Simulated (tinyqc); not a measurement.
Slater-Koster d bands of an fcc metal, step by step. Values are carried at full precision from step to step, so a last printed digit may differ when a step is redone from the rounded ones.

Slater-Koster d bands. For a bond with direction cosines (l, m, n) the 5 x 5 block is dds Ps + ddp Pp + ddd (1 - Ps - Pp), the projectors on sigma, pi and delta states about the bond; for instance <xy|xy> = 3 l^2 m^2 dds + (l^2 + m^2 - 4 l^2 m^2) ddp + (n^2 + l^2 m^2) ddd, <xy|yz> = 3 l m^2 n dds + l n (1 - 4 m^2) ddp + l n (m^2 - 1) ddd and <3z2-r2|3z2-r2> = (n^2 - (l^2 + m^2)/2)^2 dds + 3 n^2 (l^2 + m^2) ddp + (3/4)(l^2 + m^2)^2 ddd. H(k) sums the blocks times cos(k.R) over the neighbours; the d level is the zero of energy; k in 2 pi/a.

Inputs chosen for the exercise (of the size met in Cu; shifted at random, so the results belong to these values and not to a real crystal):
- dds = -0.351 eV (dd sigma)
- ddp = 0.239 eV (dd pi)
- ddd = -0.049 eV (dd delta)
- Es = 6.4 eV (s level)
- sss = -0.71 eV (ss sigma)
- sds = -0.49 eV (sd sigma)
- k = (0.23, 0.44, 0.24) 2 pi/a (wave vector)
- Nd = 9 (d electrons per atom)

## The block of one bond

Direction (1,1,0)/sqrt2; its eigenvalues must be dds once, ddp twice and ddd twice.

block (eV), lower triangle:
```
             xy      yz      zx   x2-y2   3z2-r2
xy      -0.2755
yz            0  0.0950
zx            0  0.1440  0.0950
x2-y2         0       0       0  0.2390
3z2-r2   0.1308       0       0       0  -0.1245
```

## Levels at Gamma

Neighbours: twelve at (a/2)(1,1,0) and equivalents.

Summing the blocks at k = 0 gives E(t2g) = 3 dds + 4 ddp + 5 ddd, E(eg) = 1.5 dds + 6 ddp + 4.5 ddd.

levels (eV): t2g (threefold) -0.3420, eg (twofold) 0.6870

The t2g level lies lower, by 1.0290 eV.

## The Hamiltonian at one k

An s orbital at Es couples to nearest neighbours alone: <s|s> = sss, <s|xy> = sqrt3 l m sds (cyclic), <s|x2-y2> = (sqrt3/2)(l^2 - m^2) sds, <s|3z2-r2> = (n^2 - (l^2 + m^2)/2) sds.

Sum over the neighbours.

H(k) (eV), lower triangle:
```
              s       xy       yz       zx    x2-y2  3z2-r2
s        4.0600
xy       1.1026   0.1048
yz       1.1414  -0.2608   0.1107
zx       0.7684  -0.3873  -0.3742  -0.4973
x2-y2   -0.3481        0  -0.3046   0.2051   0.0425
3z2-r2  -0.1971  -0.3398   0.1759   0.1184  -0.2583  0.3349
```

## Levels and character

Diagonalise H; t2g is xy, yz, zx and eg the other two.

levels (eV): -1.3843  -0.3159  -0.0007  0.3114  0.8543  4.6907

weights:
```
     band 1  band 2  band 3  band 4  band 5  band 6
s     0.088   0.001   0.000   0.022   0.000   0.890
t2g   0.904   0.299   0.568   0.696   0.431   0.102
eg    0.009   0.700   0.432   0.283   0.568   0.008
```

## Levels at points of symmetry

Coordinates: G (0, 0, 0), X (1, 0, 0), W (1, 0.5, 0), L (0.5, 0.5, 0.5), K (0.75, 0.75, 0); the others lie half way.

Levels (eV):
```
k        band 1  band 2  band 3  band 4  band 5  band 6
G        -2.120  -0.342  -0.342  -0.342   0.687   0.687
G-X 0.5  -1.102  -0.722   0.380   0.380   0.956   3.784
X        -2.024  -1.862   1.102   1.102   1.225   9.581
W        -0.956  -0.380  -0.380   0.389   1.102   9.349
L        -2.162  -0.414  -0.414   0.990   0.990   7.410
L-G 0.5  -1.364  -0.110  -0.110   0.570   0.570   2.757
K        -1.546  -0.830   0.413   0.668   0.989   9.198
```

On these points the bands run from -2.162 (L) to 9.581 eV (X).

## Second moment and the rectangular band

mu2 = z (dds^2 + 2 ddp^2 + 2 ddd^2)/5 per orbital, with z = 12. A rectangular band with the same mu2 has width W = sqrt(12 mu2), Fermi level W (Nd/10 - 1/2) and bond energy -W Nd (10 - Nd)/20 (Friedel).

mu2 = 0.5814 eV^2
W = 2.6413 eV
Fermi level = 1.0565 eV
bond energy per atom = -1.1886 eV

The bond energy is the attractive part alone; the repulsion between atoms, left out, cancels a large share of it in the cohesive energy.

## Checks

- Levels at Gamma from the formulas against H(0): they agree to 1e-10 or better.
- Second moment from the formula against the mean square level on the mesh: both 0.581388.

tinyqc: `OMP_NUM_THREADS=1 python tinyqc.py 1450056 1450057 out.jsonl`; about 0.04 s, one thread, shared Intel(R) Xeon(R) Processor @ 2.30GHz.
